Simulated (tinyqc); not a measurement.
Inside a calculation. Model: depletion-mode phase shifter in a rib waveguide and its Mach-Zehnder modulator.

Computed by the program tinyqc: `OMP_NUM_THREADS=1 python tinyqc.py 2650122 2650123 out.jsonl`, one thread of a shared Intel Xeon 2.30GHz, about 0.01 s for the whole run. Printed values are rounded.

A lateral p-n junction at x0 in a waveguide whose mode intensity is a Gaussian of rms width s about x = 0; p side at smaller x. Reverse bias removes carriers and raises the index. Abrupt junction, doping uniform over the whole mode, lumped electrode (no travelling-wave effects).

Inputs (values chosen for the exercise); values close to those of silicon near 1550 nm:
- lam = 1565 nm (wavelength)
- eps_r = 11.7 (relative permittivity of the semiconductor)
- Na = 3.5e17 cm^-3 (acceptor density)
- Nd = 2.3e17 cm^-3 (donor density)
- Vb = 0.86 V (built-in voltage)
- s = 150 nm (rms width of the lateral mode intensity)
- x0 = 60 nm (junction offset towards the n side)
- G = 0.88 (vertical confinement times ng/n)
- hr = 150 nm (rib height)
- Cf = 50 pF/m (fringe capacitance)
- Rs = 4.2 ohm mm (series resistance)
- L = 2 mm (length of the phase shifter)
- V = 3 V (reverse bias)
- a0 = 0.9 dB/cm (passive loss)

Constants: q = 1.602176634e-19 C, eps0 = 8.8541878128e-14 F/cm where lengths are in cm. Results are converted to the units shown.

## Index and absorption of the doped regions

Free-carrier changes (empirical, N and P in cm^-3): |dn| = 8.5e-18 P^0.8 for holes, 8.8e-22 N for electrons; absorption 6e-18 P and 8.5e-18 N in 1/cm.

dn_h = 9.218778e-4
dn_e = 0.0002024
a_h = 2.1 1/cm
a_e = 1.955 1/cm

Index change per unit absorption: holes 4.39 um, electrons 1.04 um, a ratio of 4.24.

## Depletion edges and mode overlap

W = sqrt(2 eps0 eps_r (Vb + V)(1/Na + 1/Nd)/q); edges xp = x0 - W Nd/(Na + Nd), xn = x0 + W Na/(Na + Nd); F(x) = [1 + erf(x/(sqrt(2) s))]/2.

W at 0 and at V (nm): [89.51429, 189.6430]

```
edge,edge (nm),F
xp(0),24.50295,0.5648798
xn(0),114.0172,0.7764071
xp(V),-15.20326,0.4596343
xn(V),174.4397,0.8775714
```

## Index shift, efficiency, loss and bandwidth

dneff = G {dn_h [F(xp(0)) - F(xp(V))] + dn_e [F(xn(V)) - F(xn(0))]}; VpiL = lam V/(2 dneff); loss = a0 + 4.343 G {a_h F(xp) + a_e [1 - F(xn)]} dB/cm at V; C = eps0 eps_r hr/W + Cf; fRC = 1/(2 pi Rs C).

dneff = 1.033992e-4
VpiL = 2.270327 V cm
loss = 5.503712 dB/cm
C = 131.9387 pF/m
fRC = 287.2094 GHz

The product VpiL x loss is 12.5 V dB.

## Mach-Zehnder modulator

One arm driven from 0 to V: phase 2 pi dneff L/lam; biased at quadrature the output swings between [1 -+ sin(phase/2)]/2; extinction ratio in dB; insertion loss = loss x L.

phase = 0.2642791 pi
extinction ratio = 3.714024 dB
insertion loss = 1.100742 dB
